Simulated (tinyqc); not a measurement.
What moves the results: Landau levels of a non-parabolic (Kane) conduction band at kz = 0. A value that a table varies takes the place of the one given here.

Three-level Kane model: E = (N + 1/2) 2 muB B/m(E) + s g(E) muB B, s = +/-1/2, with 1/m(E) = 1 + (Ep/3)(2/(E + Eg) + 1/(E + Eg + Dso)) and g(E) = 2 - (2 Ep/3)(1/(E + Eg) - 1/(E + Eg + Dso)); E from the band edge, solved self-consistently; remote bands are left out, and so is the confinement energy of a real sheet, which raises m and lowers |g|.

In a field B along z: l = 1/sqrt((e/hbar) B) is the magnetic length, n_B = B/(h/e) the number of states per area in one level, hbar wc = 2 muB B/m for mass m in m0; 1/angstrom^2 = 1e16/cm^2.

Each listed level takes n_B electrons. At zero temperature and without broadening EF sits in the partly filled level.

Constants: e/hbar = 1.519267448e-05 1/(T angstrom^2); h/e = 413566.7697 T angstrom^2; muB = 5.788381798e-05 eV/T.

Parameters, chosen for this exercise (near those of InAs; not measured data): Eg = 0.396 eV (gap); Dso = 0.407 eV (spin-orbit splitting); Ep = 22.6 eV (Kane energy); Bs = (0.5, 1, 2, 4, 8, 12, 16) T (fields); B = 4.8 T (magnetic field); n = 10 x 1e11/cm^2 (electron sheet density).

## The fan of levels

The four lowest levels against B, with their labels in order.

Levels (meV):

| B (T) | first | second | third | fourth | order |
|---|---|---|---|---|---|
| 0.500 | 1.15 | 1.64 | 3.92 | 4.41 | 0+ 0- 1+ 1- |
| 1.00 | 2.29 | 3.28 | 7.78 | 8.73 | 0+ 0- 1+ 1- |
| 2.00 | 4.57 | 6.50 | 15.33 | 17.14 | 0+ 0- 1+ 1- |
| 4.00 | 9.06 | 12.80 | 29.79 | 33.09 | 0+ 0- 1+ 1- |
| 8.00 | 17.85 | 24.87 | 56.62 | 62.27 | 0+ 0- 1+ 1- |
| 12.0 | 26.40 | 36.31 | 81.27 | 88.70 | 0+ 0- 1+ 1- |
| 16.0 | 34.71 | 47.22 | 104.21 | 113.03 | 0+ 0- 1+ 1- |

How do the results move?

The fourth level grows as B^0.99 over the first two rows and B^0.84 over the last two (1 for a parabolic band without a fixed offset such as a valley splitting, 1/2 for massless Dirac electrons). The order of the levels does not change. At the highest field the lowest level has m(E) = 0.0222 and g(E) = -15.0, against 0.0206 and -17.3 at the edge.

## What each parameter does

The second and third levels from below, nu = n/n_B, and EF. Each row changes one parameter from the base and keeps the others.

Results:

| case | second level (meV) | third level (meV) | nu | EF (meV) |
|---|---|---|---|---|
| base | 15.27 | 35.36 | 8.62 | 98.03 |
| B = 5.76 T | 18.19 | 41.90 | 7.18 | 95.44 |
| Eg = 0.337 eV | 17.70 | 39.59 | 8.62 | 107.43 |
| Dso = 0.346 eV | 15.27 | 36.09 | 8.62 | 99.47 |
| Ep = 19.2 eV | 13.04 | 30.49 | 8.62 | 85.56 |
| n = 8.5 x 1e11/cm^2 | 15.27 | 35.36 | 7.32 | 81.60 |

What does this show?

The largest shifts from the base row, up to three for each result and ties (the steps differ in size, so this ranks the rows, not the parameters). second level (meV): B +2.92, Eg +2.43, Ep -2.23; unchanged at the printed digits by Dso and n. third level (meV): B +6.54, Ep -4.87, Eg +4.23; unchanged at the printed digits by n. nu: B -1.44, n -1.29; unchanged at the printed digits by Eg, Dso and Ep. EF (meV): n -16.43, Ep -12.47, Eg +9.39.

Program tinyqc; command `OMP_NUM_THREADS=1 python tinyqc.py 1252523 1252524 out.jsonl`; about 0.06 s on one thread of a shared Intel(R) Xeon(R) Processor @ 2.30GHz.
